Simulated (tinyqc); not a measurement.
Worked calculation: sp3 tight binding, zinc-blende lattice. One step of it, computed by the program tinyqc.

Problem. Levels at G. Diagonalise the Hermitian matrix.

H(k) at G (eV), lower triangle:
```
             a s       a px       a py       a pz         c s       c px       c py       c pz
a s   -14.140000
a px    0.000000  -8.920000
a py    0.000000   0.000000  -8.920000
a pz    0.000000   0.000000   0.000000  -8.920000
c s   -12.827409   0.000000   0.000000   0.000000  -10.210000
c px    0.000000   3.109675   0.000000   0.000000    0.000000  -6.860000
c py    0.000000   0.000000   3.109675   0.000000    0.000000   0.000000  -6.860000
c pz    0.000000   0.000000   0.000000   3.109675    0.000000   0.000000   0.000000  -6.860000
```

Give: eigenvalues.

Solution.

eigenvalues (eV): -25.1520  -11.1658  -11.1658  -11.1658  -4.6142  -4.6142  -4.6142  0.8020
